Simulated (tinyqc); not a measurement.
A ladder of methods, and size consistency: correlation methods against full CI in the 6-31g basis, for H4, spin multiplicity 1. Computed by the program tinyqc with PySCF. All electrons correlated; +Q is the Davidson correction (1 - c0^2) E_corr. The last columns treat two copies 100 angstrom apart as one system. FCI is the lowest singlet.

Geometry (angstrom):
```
atom       x       y       z
H     0.0000  0.0000  0.0000
H     0.0000  0.0000  0.7700
H     0.0000  0.0000  2.0060
H     0.0000  0.0000  2.7760
```

RHF energy of one = -2.231734 hartree

Correlation energies (hartree):
```
method   E_corr of one  share of FCI (%)  E_corr of two at 100 angstrom  two minus twice one (mhartree)
MP2           -0.03604            70.692                       -0.07207                           0.000
CISD          -0.05023            98.532                       -0.09775                           2.713
CISD+Q        -0.05167           101.355                       -0.10287                           0.472
CCSD          -0.05086            99.765                       -0.10172                           0.000
CCSD(T)       -0.05095            99.945                       -0.10190                           0.000
FCI           -0.05098           100.000                              -                               -
```

What does the comparison show, and why?

MP2 recovers 71 %, CISD 98.5 % and CCSD 99.8 % of the FCI value (c0^2 = 0.971 in CISD). MP2 and coupled cluster are size consistent, so their last column vanishes; CISD loses 2.71 mhartree, since a double excitation on each copy is a quadruple of the pair, and the Davidson correction leaves +0.47.
